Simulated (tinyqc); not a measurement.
Which roughness does what: X-ray reflectivity of a thin film on silicon: critical angles, Parratt recursion, fringes and roughness. Computed by tinyqc, a small Python program. Command: `OMP_NUM_THREADS=1 python tinyqc.py 3120805 3120806 out.jsonl xrr walk`. One thread of a shared host (Intel(R) Xeon(R) Processor @ 2.30GHz), about 0.01 s of CPU time with the checks.

n = 1 - delta + i beta; the classical electron radius is r_e = 2.8179403e-6 nm. Layer 0 is vacuum, 1 the film, 2 the substrate.

Inputs (values chosen for the exercise, modelled on Al2O3 on silicon, copper K-alpha radiation):
```
quantity                                        value     unit
wavelength lambda                             0.15406       nm
film density rho                                 3.25   g/cm^3
effective electrons per unit mass, film         0.488    mol/g
beta/delta, film                                0.013        -
film thickness d                                 35.8       nm
roughness of the surface sigma_1                 0.14       nm
roughness of the interface sigma_2               0.46       nm
substrate density                                2.33   g/cm^3
effective electrons per unit mass, substrate    0.507    mol/g
beta/delta, substrate                           0.023        -
grazing angle theta                              1.37  degrees
```

Constants: N_A = 6.02214076e+23 1/mol.

Method:
- delta = r_e lambda^2 rho_e/(2 pi), rho_e = density x electrons per mass x N_A; critical angle sqrt(2 delta), q_c = 4 sqrt(pi r_e rho_e).
- k_j = (2 pi/lambda) sqrt(sin^2 theta - 2 delta_j + 2 i beta_j); r_ij = (k_i - k_j)/(k_i + k_j) x exp(-2 k_i k_j sigma^2) (Nevot-Croce); r = (r_01 + r_12 p)/(1 + r_01 r_12 p), p = exp(2 i k_1 d); R = |r|^2.
- Far above the critical angle the period is d theta = lambda/(2 d), or 2 pi/d in q; the envelope runs between (|r_01| - |r_12 p|)^2 and (|r_01| + |r_12 p|)^2; contrast = 2 a b/(a^2 + b^2) with a = |r_01|, b = |r_12 p|; roughness factors on the amplitudes are about exp(-q^2 sigma^2/2).
- R is averaged over one period above each angle (64 points); contrast = (max - min)/(max + min) of R theta^4 over that period. Cases: smooth; only sigma_1; only sigma_2; both.

period in theta = 0.123282 degrees

Constants:
```
layer      rho_e (1/nm^3)        delta         beta  critical angle (degrees)  q_c (1/nm)
film              955.112  1.01668e-05  1.32169e-07                  0.258363    0.367814
substrate         711.402  7.57263e-06  1.74170e-07                  0.222977    0.317437
```

Mean R and contrast:
```
theta (degrees)    R smooth  contrast  R, sigma_1  contrast, sigma_1  R, sigma_2  contrast, sigma_2     R, both  contrast, both
0.8              6.1772e-04   0.48689  6.0217e-04            0.49464  6.0787e-04            0.42594  5.9230e-04         0.43318
1.2              1.2488e-04   0.47974  1.1792e-04            0.49454  1.2094e-04            0.36107  1.1400e-04         0.37360
1.8              2.5625e-05   0.47756  2.2590e-05            0.50951  2.4334e-05            0.24563  2.1304e-05         0.26606
2.5              7.0670e-06   0.47726  5.5662e-06            0.53904  6.6262e-06            0.12422  5.1271e-06         0.14748
3.5              1.8802e-06   0.47730  1.1886e-06            0.59604  1.7518e-06            0.03435  1.0620e-06         0.05312
```

At 2.5 degrees sigma_1 alone multiplies the mean R by 0.79 and sigma_2 alone by 0.94; the contrast goes from 0.48 (smooth) to 0.54 and 0.12.
